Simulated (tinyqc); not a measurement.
Length of a polyene: Hueckel, PPP and singles CI along the polyenes. Computed by the program tinyqc. Hueckel uses the same beta without repulsion; CIS keeps all single excitations and so misses the low, doubly excited 2Ag state. W is the valence ionisation energy of a centre, MN the Mataga-Nishimoto formula, f the oscillator strength.

All-trans chains of carbon centres 1.40 angstrom apart:
```
parameter                               value
beta (eV), times 1 +/- alternation  -2.390000
alternation                          0.130000
W (eV)                              11.160000
gamma_rr (eV)                        9.690000
repulsion formula                        Ohno
```

Gaps and excitations (eV):
```
centres  Hueckel gap  PPP orbital gap  bright singlet (CIS)       f  lowest triplet (CIS)
2             5.4014          12.4545                6.7199  0.5761                4.0829
4             3.7085          10.1179                5.3700  1.0431                3.0982
6             2.9341           8.9628                4.6055  1.4414                2.6332
8             2.4985           8.2939                4.1288  1.8006                2.3896
10            2.2222           7.8685                3.8107  2.1337                2.2489
12            2.0330           7.5806                3.5882  2.4512                2.1615
14            1.8964           7.3765                3.4268  2.7596                2.1040
```

What does the comparison show, and why?

The Hueckel gap tends to 4 x alternation x |beta| = 1.24 eV for long chains. Exchange opens the PPP orbital gap, and the attraction of electron and hole brings the bright state 3.95 eV below it at 14 centres; the triplet lies 1.32 eV lower still.
